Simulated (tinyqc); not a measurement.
Worked calculation: epitaxial growth on a vicinal surface: Burton-Cabrera-Frank step flow, step-edge barrier and island nucleation. Computed by tinyqc, a small Python program that keeps every step. Command: `OMP_NUM_THREADS=1 python tinyqc.py 3007226 3007227 out.jsonl stepflow walk`. One thread of a shared host (Intel(R) Xeon(R) Processor @ 2.30GHz), about 0.03 s of CPU time with the checks. Intermediate numbers are printed to about 7 digits and carried at full precision; extremes and crossings named in words are read from the listed rows.

Adatoms land at rate F, hop on a square grid (a simplification for hexagonal faces), desorb, or join steps. Lengths are in units of a and n is the adatom coverage. Steps ascend at x = 0 and descend at x = l.

Inputs (values chosen for the exercise, close to those used for Si(001)): site spacing a = 3.84 angstrom; step height h = 1.36 angstrom; diffusion barrier E_d = 0.735 eV; desorption energy E_a = 2.81 eV; adatom formation energy E_f = 1.3 eV; step-edge barrier E_s = 0.08 eV; attempt frequency nu = 10 THz; deposition rate F = 2.3 layers/s; miscut angle = 0.3 degrees; temperature T = 980 C; critical nucleus size i = 3; binding energy of the critical nucleus E_i = 0.79 eV.

Constants: k_B = 8.617333262e-05 eV/K.

## Scales

D = nu exp(-E_d/(k_B T)) (a^2/s, nu counted per direction); tau = exp(E_a/(k_B T))/nu; x_s = sqrt(D tau); n_eq = exp(-E_f/(k_B T)); terrace width l = h/(a tan(miscut)); Schwoebel length l_s = exp(E_s/(k_B T)) - 1. Temperatures in kelvin are T(C) + 273.15.

D = 1.106775e+10 a^2/s

lifetime tau = 0.01999599 s

diffusion length x_s = 14876.51 a

equilibrium coverage n_eq = 5.912971e-06

terrace width l = 67.64023 a

Schwoebel length l_s = 1.097660 a

l/x_s = 0.00455: nearly every adatom reaches a step.

## Terrace solution

D n'' - n/tau + F = 0 with n(0) = n_eq and -l_s n'(l) = n(l) - n_eq. With u = n - F tau, A = n_eq - F tau, y = l/x_s, s = l_s/x_s: u = A cosh(x/x_s) + B sinh(x/x_s), B = A (1 - cosh y - s sinh y)/(sinh y + s cosh y). Flux into the ascending step J+ = D B/x_s, over the descending one J- = -(D/x_s)(A sinh y + B cosh y); step velocity J+ + J-; growth rate (J+ + J-)/l. For small y: J+ + J- = (F - n_eq/tau) l, J-/J+ = l/(l + 2 l_s). The coverage peaks where n' = 0, tanh(x/x_s) = -B/A.

J+ = 79.01812 atoms per step site and s

J- = 76.53414 atoms per step site and s

growth rate = 2.299700 layers/s

peak coverage = 6.035628e-06

position of the peak = 34.36018 a

0.013 % of the flux desorbs; even closely spaced steps lose n_eq/tau, 0.013 % of F. The ascending step takes 50.8 %: the barrier makes an uphill current, which evens out terrace widths but makes steps meander and favours mounds on wide terraces.

## Step flow or islands

Island density on a flat surface without desorption: N = 0.25 (F/D)^(i/(i+2)) exp(E_i/((i+2) k_B T)) per site, with E_i = 0 for i = 1; spacing l_n = N^(-1/2). Step flow needs an effective width l_eff = 2 x(peak) below l_n.

island density N on a flat surface = 1.674819e-06 per site

island spacing l_n = 772.7093 a

ratio l_eff/l_n = 0.08893431

Steps capture adatoms before they meet: step flow. Caution: the prefactor 0.25 and the criterion are estimates, good to a factor of about two in length.

## Growth mode over temperature

x(peak) solves tanh(x/x_s) = -B/A. Rows where evaporation outweighs deposition are left out.

Scales:
```
T (C)   x_s (a)   l_s (a)  incorporated share   l_n (a)  l_eff/l_n
780    92232.96  1.414541           0.9999999   456.325  0.1512644
830    54935.61  1.319972           0.9999991   529.951  0.1300779
880    34224.43  1.236843           0.9999949   607.524  0.1133369
930    22176.87  1.163244           0.9999727   688.589  0.0998909
980    14876.51  1.097660           0.9998696   772.709  0.0889343
1030   10289.83  1.038875           0.9994425   859.470  0.0798904
1080    7313.86  0.985904           0.9978513   948.485  0.0723385
1130    5326.61  0.937942           0.9924675  1039.392  0.0659668
1180    3964.89  0.894323           0.9757610  1131.862  0.0605400
```

The ratio stays below 1: step flow in every row. Incorporation goes from 100.0 % to 97.6 %.

Checks made by the program: growth rate against F minus desorption, from a numerical solution (relative difference below 1e-10).
